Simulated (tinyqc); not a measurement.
Raising the field: quantum-confined Stark effect in a modulator well.

Envelopes on cells of 0.5 angstrom over the well |z| < L/2 and 45 angstrom of barrier on each side, psi = 0 beyond, psi'/m continuous (mean mass between points), c = hbar^2/2m0. The electron sees + e F z and the hole - e F z, each with its offset in the barriers; 1 kV/cm = 1e-5 eV/angstrom. Light holes, band mixing and escape by tunnelling are left out.

Exciton: in-plane function exp(-rho/lam), 1/mu = 1/me + 1/mp, E(lam) = c/(mu lam^2) - (q/eps) times the integral over k of Fm(k)(1 + (k lam/2)^2)^(-3/2), Fm(k) the double integral of psi_e^2 psi_h^2 exp(-k |z - z'|), q = e^2/(4 pi eps0); binding Eb = -E at the minimum. Line at Eg + E_e + E_h - Eb, strength proportional to overlap^2/lam^2.

Constants: hbar^2/2m0 = 3.80998211 eV angstrom^2; e^2/(4 pi eps0) = 14.39964547 eV angstrom; hc = 1239.841984 eV nm.

Values chosen for the exercise (near those of a GaAs well in AlGaAs; shifted at random, so the results belong to these values and not to a real crystal):
- L = 104 angstrom (well width)
- Vc = 0.235 eV (conduction offset)
- Vv = 0.15 eV (heavy-hole offset)
- me = 0.0655 m0 (electron, well)
- meb = 0.093 m0 (electron, barrier)
- mh = 0.342 m0 (heavy hole along z, well)
- mhb = 0.4 m0 (heavy hole, barrier)
- Eg = 1.402 eV (gap of the well)
- mp = 0.164 m0 (heavy hole in the plane)
- eps = 12.7 (dielectric constant)
- Fs = (0, 20, 40, 60, 82, 106, 132) kV/cm (fields)

All quantities anew; shifts from zero field.

Results:

| F (kV/cm) | dE_e (meV) | dE_h (meV) | Eb (meV) | line shift (meV) | overlap^2 | relative strength |
|---|---|---|---|---|---|---|
| 0 | 0.00 | 0.00 | 8.38 | 0.00 | 0.983 | 1.000 |
| 20 | -0.31 | -0.89 | 8.23 | -1.06 | 0.922 | 0.912 |
| 40 | -1.25 | -3.38 | 7.88 | -4.14 | 0.780 | 0.719 |
| 60 | -2.79 | -7.08 | 7.48 | -8.97 | 0.621 | 0.526 |
| 82 | -5.15 | -12.14 | 7.06 | -15.98 | 0.467 | 0.360 |
| 106 | -8.47 | -18.52 | 6.66 | -25.28 | 0.336 | 0.235 |
| 132 | -12.86 | -26.18 | 6.31 | -36.97 | 0.231 | 0.148 |

How do the results move, and what explains it?

The line shift grows with exponent 1.96 in F at low field and 1.73 at the end, as the carriers come up against opposite walls and the dipole begins to saturate. The hole gives 74 % of the level shift in the second row and 67 % in the last. The largest shift is 4.4 times the zero-field binding, yet 75 % of the binding survives, since the walls stop the field from pulling the pair apart. Half the strength is gone between 60 and 82 kV/cm.

Run: tinyqc, `OMP_NUM_THREADS=1 python tinyqc.py 1280135 1280136 out.jsonl`; Intel(R) Xeon(R) Processor @ 2.30GHz, one thread, shared host; about 0.2 s of CPU time with all checks.
